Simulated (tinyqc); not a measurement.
Anisotropic wet etching of Si(100): plane rates, V-grooves, membranes and undercut: one step, computed by the program tinyqc.

A long slot opens the mask on a (100) wafer. The floor etches at R100; (111) walls stand at theta = arctan(sqrt2) = 54.7356 degrees to the surface and recede at R111 along their normal.

Task: Shape after the time t. A misaligned edge exposes ledges and adds R100 sin(misalignment) to the lateral rate (a simple estimate): u = R111/sin(theta) + R100 sin(misalignment). Top width W = w + 2 u t; floor width b = W - 2 z/tan(theta) = W - sqrt2 z. The floor lasts until b = 0, at t_V = w/(sqrt2 R100 - 2u); depth z = R100 t before t_V and W/sqrt2 after.

Inputs (values chosen for the exercise, close to those used for potassium hydroxide solutions):
```
quantity                                                                  value     unit
bath temperature T                                                           60        C
width w (mask opening along <110>, or membrane width in the design step)     21       um
misalignment of the mask                                                      0  degrees
etch time t                                                                 7.2      min
```

R100 = 0.4240045 um/min

R111 = 0.002586451 um/min

Give: lateral rate u; time t_V to close the V; top width W; depth z; floor width b.

Result:

lateral rate u = 0.003168 um/min

time t_V to close the V = 35.40 min

top width W = 21.05 um

depth z = 3.053 um

floor width b = 16.73 um

The floor remains; undercut per side is 0.0228 um, 0.75 % of the depth.
